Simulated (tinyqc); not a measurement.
What moves the results: shallow donor in an anisotropic valley (effective-mass theory). A value that a table varies takes the place of the one given here.

One valley: H = -c [(d2/dx2 + d2/dy2)/mt + (d2/dz2)/ml] - q/(eps r), c = hbar^2/2m0, q = e^2/(4 pi eps0). Trial function exp(-sqrt((x^2 + y^2)/a^2 + z^2/b^2)) with a > b: T = (c/3)(2/(mt a^2) + 1/(ml b^2)), V = -(q/eps) atan(u/b)/u, u = sqrt(a^2 - b^2). The central cell of the impurity is left out.

Constants: hbar^2/2m0 = 3.80998211 eV angstrom^2; e^2/(4 pi eps0) = 14.39964547 eV angstrom; Ry = 13.60569312 eV; a0 (Bohr radius) = 0.5291772105 angstrom.

Inputs chosen for the exercise (near those of a group-V donor in Si; shifted at random, so the results belong to these values and not to a real crystal): mt = 0.19 m0 (transverse mass); eps = 11.4 (dielectric constant); xs = (1.4, 2.3, 3, 5.5, 14, 17, 72, 260) (ratios ml/mt); E0 = -31.1 meV (single-valley level); D0 = 2.29 meV (central-cell shift); D1 = 2.13 meV (coupling of perpendicular valleys); D2 = 0.9 meV (coupling of opposite valleys); ml = 0.914 m0 (longitudinal mass).

## Mass anisotropy

mt and eps fixed, ml varied. Energies in units of Ry*(mt) = Ry mt/eps^2 and lengths in a*(mt) = a0 eps/mt; the last two columns use one mass, 3/(1/ml + 2/mt) or (ml mt^2)^(1/3).

Results:

| ml/mt | a/a* | b/a | binding | conductivity mass | density-of-states mass |
|---|---|---|---|---|---|
| 1.40 | 0.932 | 0.887 | 1.115 | 1.105 | 1.119 |
| 2.30 | 0.848 | 0.744 | 1.292 | 1.232 | 1.320 |
| 3.00 | 0.809 | 0.678 | 1.389 | 1.286 | 1.442 |
| 5.50 | 0.733 | 0.548 | 1.616 | 1.375 | 1.765 |
| 14.0 | 0.646 | 0.397 | 1.962 | 1.448 | 2.410 |
| 17.0 | 0.631 | 0.371 | 2.032 | 1.457 | 2.571 |
| 72.0 | 0.549 | 0.227 | 2.509 | 1.490 | 4.160 |
| 260 | 0.505 | 0.147 | 2.852 | 1.497 | 6.383 |

The binding grows from 1.11 to 2.85 Ry*(mt); for ml going to infinity the exact problem becomes two-dimensional, with 4 Ry*. The conductivity mass saturates at 1.5 and underbinds, by 15 % at ml/mt = 5.5; the density-of-states mass errs by +9 % there and by +124 % in the last row. With these mt and eps one unit is 19.89 meV.

## Strain along [001] (shallow donor in effective-mass theory, with valley-orbit splitting)

Basis: the 1s envelopes of the valleys +x, -x, +y, -y, +z, -z. Diagonal E0 - D0, element -D2 between opposite valleys and -D1 between perpendicular ones. Strain along [001] adds 2 Ds/3 to the z valleys and -Ds/3 to the others.

Ground level, gap to the next level, weight in the z valleys and contact density (sum of amplitudes)^2/6.

Results:

| Ds (meV) | ground (meV) | gap (meV) | z weight | contact density | ground less band edge (meV) |
|---|---|---|---|---|---|
| -120 | -114.60 | 2.11 | 0.997 | 0.383 | -34.60 |
| -40 | -61.94 | 2.79 | 0.974 | 0.493 | -35.28 |
| -15 | -46.99 | 4.50 | 0.833 | 0.741 | -36.99 |
| -5 | -43.29 | 7.47 | 0.531 | 0.960 | -39.96 |
| 0 | -42.81 | 10.32 | 0.333 | 1.000 | -42.81 |
| 5 | -43.18 | 9.03 | 0.195 | 0.975 | -41.52 |
| 15 | -45.28 | 7.79 | 0.076 | 0.891 | -40.28 |
| 40 | -52.69 | 6.87 | 0.018 | 0.785 | -39.36 |
| 120 | -78.84 | 6.35 | 0.002 | 0.711 | -38.84 |

The scale is the A1-E splitting 6 D1 = 12.8 meV. The contact density is largest without strain and falls to 0.383 and 0.711 at the ends, towards 1/3 (two valleys) and 2/3 (four valleys). The binding below the lowest band edge drops from 42.8 meV to 34.6 meV when the two z valleys are lowest and to 38.8 meV when the four others are, since fewer valleys share the coupling.

## What each parameter does

The minimum of the trial energy. Each row changes one parameter from the base and keeps the others.

Results:

| case | E (meV) | a (angstrom) | b (angstrom) | b/a |
|---|---|---|---|---|
| base | -31.14 | 23.76 | 13.65 | 0.575 |
| ml = 1.143 m0 | -32.80 | 22.97 | 12.21 | 0.532 |
| mt = 0.209 m0 | -33.47 | 21.93 | 13.03 | 0.594 |
| eps = 12.5 | -25.90 | 26.05 | 14.97 | 0.575 |

The largest shifts from the base row, up to three for each result and ties (the steps differ in size, so this ranks the rows, not the parameters). E (meV): eps +5.24, mt -2.33, ml -1.67. a (angstrom): eps +2.29, mt -1.83, ml -0.79. b (angstrom): ml -1.44, eps +1.32, mt -0.63. b/a: ml -0.043, mt +0.019; unchanged at the printed digits by eps. eps only rescales the solution (E as 1/eps^2, lengths as eps), so b/a depends on ml/mt alone.

Computed by tinyqc, a small Python program: `OMP_NUM_THREADS=1 python tinyqc.py 1250484 1250485 out.jsonl` (the numbers bound the seed that draws the inputs); one thread of a shared host (Intel(R) Xeon(R) Processor @ 2.30GHz), about 0.01 s for the whole set of steps.
